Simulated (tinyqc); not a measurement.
Screening length from the swing.

Problem. In a simple model of a Schottky-barrier transistor a barrier thinner than d = 4.5 nm is transparent, so the effective barrier is pn - psi (1 - exp(-d/lam)) and the swing beyond flat band is Vt ln 10/(1 - exp(-d/lam)). Find the thermionic swing, lam, and the effective barrier at psi = 0.2 V.

Values chosen for this exercise:
```
symbol,value,unit,meaning
T,300,K,temperature
pn,0.58,eV,barrier for electrons at both contacts
```

Constants: q = 1.602176634e-19 C, kB = 1.380649e-23 J/K, Vt = kB T/q. Results are converted to the units shown.

swing in the tunnelling range = 91.742932 mV/decade

Answer. The ratio of the two swings is 1 - exp(-d/lam).

Vt ln 10 = 59.53 mV/decade
lam = 4.300 nm
effective barrier = 0.4502 eV

tinyqc, about 0.2 s, one thread, Intel Xeon 2.30GHz (shared host): `OMP_NUM_THREADS=1 python tinyqc.py 2390042 2390043 out.jsonl`
